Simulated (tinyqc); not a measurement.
Junctionless gate-all-around wire, depletion approximation: two steps of the calculation.

A uniformly doped n-type wire of radius R under a surrounding gate; long channel. Below flat band a shell from radius rc to R is fully depleted and the neutral core, at channel potential V (0 at the source, Vd at the drain), carries the current with constant mobility; s = (rc/R)^2 is the share of the cross-section that conducts. The edge of the depleted shell is taken as abrupt, so there is no subthreshold current.

Values chosen for this exercise; material values close to those of silicon:
- eps_r = 11.9 (relative permittivity of the semiconductor)
- eox = 3.9 (relative permittivity of the gate insulator)
- tox = 2.5 nm (insulator thickness)
- R = 10 nm (wire radius)
- Nd = 1.8e19 cm^-3 (donor density)
- Vfb = 1.03 V (flat-band voltage)
- Vg = 0.41 V (gate voltage)

Constants: q = 1.602176634e-19 C, eps0 = 8.8541878128e-14 F/cm where lengths are in cm. Results are converted to the units shown.

Task 1. Voltages that deplete the wire. Cox = eps0 eox/(R ln(1 + tox/R)); A = q Nd R^2/(4 eps0 eps_r); B = q Nd R/(2 Cox); VT = Vfb - A - B.

Find: Cox; A; B; VT.

Result 1.

Cox = 1.5475 uF/cm^2
A = 0.68427 V
B = 0.93180 V
VT = -0.58607 V

Of the 1.62 V needed, 57.7 % drops over the insulator. The device is normally on.

Task 2. Conducting share at the source by Newton steps. With V = 0: f = A (1 - s + s ln s) + B (1 - s) - (Vfb - Vg); f' = A ln s - B; s(new) = s - f/f'.

s at the start = 1
A = 0.68426955 V
B = 0.93180258 V

Give: f; f'; s after iteration 1.

Result 2.

f = -0.6200 V
f' = -0.9318 V
s after iteration 1 = 0.3346

Computed by the program tinyqc: `OMP_NUM_THREADS=1 python tinyqc.py 2460124 2460125 out.jsonl`, one thread of a shared Intel Xeon 2.30GHz, about 0.01 s for the whole run.
